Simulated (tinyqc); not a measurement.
# Floating body of a partially depleted SOI transistor: body voltage and kink: two studies

Source at 0 V. Channel current Ic = 2 nf K Vt^2 [F(0) - F(Vd)](1 + la Vd), F(V) = ln^2(1 + exp((Vg - VT - nf V)/(2 nf Vt))), VT = VT0 - gb Vb. Saturation voltage Vs = 2 Vt sqrt(F(0)) + 3 Vt, excess Ve = (Vd - Vs + sqrt((Vd - Vs)^2 + 0.0004 V^2))/2, multiplication M1 = Ai Ve exp(-Bl/Ve). Each junction passes D(v) = J1 (exp(v/Vt) - 1) + J2 (exp(v/(2 Vt)) - 1). Bipolar current Ib = bb J1 (exp(Vb/Vt) - 1). The body settles where M1 (Ic + Ib) = D(Vb) + D(Vb - Vd) + Vb/Rb; drain current Id = (1 + M1)(Ic + Ib) - D(Vb - Vd).

Inputs (values chosen for the exercise); values of the order met in partially depleted silicon-on-insulator transistors: temperature T = 398 K; threshold at zero body voltage VT0 = 0.38 V; fall of the threshold per volt of body voltage gb = 0.27; slope factor nf = 1.18; gain factor per width K = 130 uA/(V^2 um); channel-length modulation factor la = 0.07 1/V; impact-ionisation prefactor Ai = 3.99 1/V; impact-ionisation voltage Bl = 7.8 V; diffusion saturation current of each junction J1 = 1e-9 uA/um; recombination saturation current of each junction J2 = 3.4e-7 uA/um; gain of the lateral bipolar transistor on the diffusion current bb = 3; resistance of a weak body tie to the source (1e9 stands for no tie, and the term is then dropped) Rb = 1e9 kohm um; gate voltage Vg = 0.96 V; drain voltage Vd = 2.4 V.

Constants: q = 1.602176634e-19 C, kB = 1.380649e-23 J/K, Vt = kB T/q. Results are converted to the units shown.

Each table varies one quantity; the others keep the values above.

## Output curve and kink

Rows with more than one solution for Vb (latch) are left out; dId/dVd by a forward difference over 1e-4 V, swing = 1e-4 V over the change of log10 Id; M1 under 1e-12 is printed as 0.

Output curve and kink:
```
Vd (V)	Vb (V)	M1	Id, floating (uA/um)	Id, grounded (uA/um)	ratio	dId/dVd, floating (uS/um)	dId/dVd, grounded (uS/um)
1.2	0.2929	1.108e-6	25.94	20.09	1.291	27.96	1.300
1.4	0.4691	3.932e-5	30.21	20.35	1.484	16.15	1.352
1.6	0.5653	4.766e-4	32.94	20.65	1.595	11.96	1.608
1.8	0.6292	0.002731	35.25	21.03	1.677	11.83	2.271
2	0.6758	0.009782	37.96	21.59	1.758	16.11	3.474
2.2	0.7124	0.02582	42.13	22.45	1.876	27.00	5.245
```

What does the comparison show?

Vb rises from 0.293 to 0.712 V and the ratio of the currents rises from 1.29 to 1.88. The output conductance with a floating body exceeds the grounded value by the largest factor among the rows, 21.5, at Vd = 1.2 V, where Vb = 0.293 V and M1 = 1.11e-6.

## Transfer curve and swing

Same model as above.

Transfer curve and swing:
```
Vg (V)	Vb (V)	M1	Id, floating (uA/um)	Id, grounded (uA/um)	ratio	swing, floating (mV/decade)	swing, grounded (mV/decade)
-0.07	0.2266	0.3069	3.997e-5	8.477e-6	4.714	51.59	97.28
0.03	0.4880	0.3046	0.008252	9.570e-5	86.22	43.88	94.16
0.13	0.6232	0.2949	0.3556	0.001093	325.5	89.19	95.37
0.23	0.6865	0.2709	2.349	0.01163	202.0	171.7	100.4
0.33	0.7175	0.2352	6.452	0.1011	63.80	305.1	115.5
0.43	0.7332	0.1969	11.79	0.5875	20.06	476.0	152.8
0.53	0.7415	0.1613	17.75	2.076	8.550	658.5	221.6
0.63	0.7456	0.1299	24.19	4.950	4.888	833.7	318.1
0.73	0.7471	0.1027	31.14	9.209	3.381	992.2	431.4
```

Read the table: what changes, and by how much?

Vb rises from 0.227 to 0.747 V. The smallest swing among the rows is 43.9 mV a decade with a floating body (at Vg = 0.03 V) and 94.2 with a grounded one; Vt ln 10 = 79.0. The floating swing is smaller by more than 3 % for Vg = -0.07, 0.03, 0.13 V, where the rising Vb lowers the threshold as Vg rises. In the first row the floating body raises the current by a factor of 4.71.

Range of the model: The multiplication law is an empirical form chosen for the exercise; self-heating and capacitive coupling to the body are left out, and the linear laws are rough once Vb passes about 0.7 V or M1 about 0.1.

tinyqc, about 0.2 s, one thread, Intel Xeon 2.30GHz (shared host): `OMP_NUM_THREADS=1 python tinyqc.py 2182005 2182006 out.jsonl`
